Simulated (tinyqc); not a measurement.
# Segment and feed resistance from two drops

Inverse problem. A rail is fed at one end through Rq; K loads of Ij follow, each after a segment Rs. The drop at load j is K Ij Rq + Rs Ij sum_(l=1..j) (K - l + 1). Find Rs, Rq and the worst drop, at the middle, if the rail were fed through Rq at both ends: K Ij Rq/2 + Rs Ij K^2/8 with the load taken as continuous.

Values chosen for this exercise:

| symbol | value | unit | meaning |
|---|---|---|---|
| K | 18 |  | number of equal loads |
| Ij | 0.6 | mA | current of each load |

drops at the first and at the last load (mV): [6.6744000, 54.410400]

Answer. The difference of the two drops is Rs Ij K (K - 1)/2, which gives Rs; the first drop then gives Rq.

Rs = 0.520 ohm
Rq = 0.0980 ohm
drop at the middle with two feeds = 13.2 mV

Computed by the program tinyqc: `OMP_NUM_THREADS=1 python tinyqc.py 2770118 2770119 out.jsonl`, one thread of a shared Intel Xeon 2.30GHz, about 0.3 s for the whole run.
